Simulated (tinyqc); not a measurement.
Grain-boundary diffusion: Harrison regimes, Fisher and Le Claire analysis, Hart average. Changing the temperature T. Computed by tinyqc, a small Python program. Command: `OMP_NUM_THREADS=1 python tinyqc.py 3000366 3000367 out.jsonl gbdiff sweep`. One thread of a shared host (Intel(R) Xeon(R) Processor @ 2.30GHz), about 0.01 s of CPU time with the checks.

A boundary is a slab of width delta with diffusivity D_b, normal to a surface held at constant concentration; it leaks into grains of diffusivity D.

Inputs (values chosen for the exercise, for a model polycrystal):

| quantity | value | unit |
|---|---|---|
| lattice prefactor D0 | 9.5e-05 | m^2/s |
| lattice activation energy E | 1.98 | eV |
| boundary prefactor D0b | 2e-05 | m^2/s |
| boundary activation energy E_b | 1.25 | eV |
| boundary width delta | 0.64 | nm |
| segregation factor s | 30 | - |
| grain size d | 78 | um |
| time t | 24000 | s |

Constants: k_B = 8.617333262e-05 eV/K.

Method:
- D = D0 exp(-E/(k_B T)), D_b = D0b exp(-E_b/(k_B T)).
- Triple product P = s delta D_b.
- l = sqrt(D t); P = s delta D_b; alpha = s delta/(2 l); beta = P/(2 D l). Regime A if l > 3 d, C if alpha > 1, B if alpha < 0.1, l < d/4 and beta > 10, otherwise a transition.
- Hart average for parallel slabs: f = delta/d, D_eff = (s f D_b + (1 - f) D)/(1 - f + s f); share of the boundaries = s f D_b/(s f D_b + (1 - f) D); depth sqrt(D_eff t).
- Fisher: the mean concentration falls as exp(-y/y_F), y_F = sqrt(P) (pi t/(4 D))^(1/4), with the boundary equation P d2c/dy2 = 2 c sqrt(D/(pi t)). Le Claire (from the Whipple solution): ln c falls as -(y/y_L)^(6/5) with P = 1.322 sqrt(D/t) y_L^2.

One run for each value:

| temperature T (K) | Le Claire depth y_L (um) | lattice diffusion length l (um) | beta | share of the boundaries |
|---|---|---|---|---|
| 548 | 4.331 | 1.1865e-03 | 8.8083e+06 | 0.99628 |
| 634 | 6.292 | 2.0384e-02 | 6.2979e+04 | 0.97052 |
| 719 | 8.336 | 1.7363e-01 | 1.5234e+03 | 0.87151 |
| 805 | 10.430 | 9.5715e-01 | 7.8493e+01 | 0.65829 |
| 890 | 12.475 | 3.7404e+00 | 7.3520e+00 | 0.41353 |
| 976 | 14.484 | 1.1665e+01 | 1.0190e+00 | 0.23360 |
| 1060 | 16.371 | 2.9649e+01 | 2.0154e-01 | 0.13286 |
| 1150 | 18.300 | 6.9243e+01 | 4.6171e-02 | 0.07576 |
| 1230 | 19.930 | 1.3261e+02 | 1.4932e-02 | 0.04832 |

Over the rows, Le Claire depth y_L (um) rises from 4.33 to 19.9 (exponent d ln y / d ln x 2.6 between the first rows and 1.3 between the last); lattice diffusion length l (um) rises from 0.00119 to 133 (exponent d ln y / d ln x 20 between the first rows and 9.7 between the last); beta falls from 8.81e6 to 0.0149 (exponent d ln y / d ln x -34 between the first rows and -17 between the last). y_L follows an apparent activation energy E_b/2 - E/4 = 0.130 eV and l one of E/2 = 0.990 eV, so the boundary tail stands out less as T rises: y_L/l goes from 3650 to 0.150.

Caution (all rows): outside regime A (which needs sqrt(D t) above about 3 d) the Hart average and its depth are formal: they describe a profile only in regime A or at steady state. Caution (rows 548, 634, 890, 976, 1060, 1150, 1230): the Fisher and Le Claire forms need regime B with beta above 10.
